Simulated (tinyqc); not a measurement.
Fermi-level pinning from two metals.

Question. Cowley-Sze model with the space charge neglected: phiB = S (phiM - chi) + (1 - S)(Eg - phi0), S = 1/(1 + q Dit dl/(eps0 ei)), dl in cm. Find S, phi0 and Dit.

Values chosen for this exercise; band and dielectric values close to those of cadmium telluride: band gap Eg = 1.5 eV; electron affinity chi = 4.33 eV; thickness of the interfacial layer dl = 0.4 nm; relative permittivity of the interfacial layer ei = 1.

Constants: q = 1.602176634e-19 C, eps0 = 8.8541878128e-14 F/cm where lengths are in cm. Results are converted to the units shown.

barriers for metals with phiM = 4.52 and 5.37 eV (eV): 0.35687721  1.0273258

Answer. S is the slope of phiB against phiM; either barrier then gives phi0, and S gives Dit.

S = 0.789
phi0 = 0.520 eV
Dit = 3.70e12 cm^-2 eV^-1

tinyqc, about 0.05 s, one thread, Intel Xeon 2.30GHz (shared host): `OMP_NUM_THREADS=1 python tinyqc.py 2020007 2020008 out.jsonl`
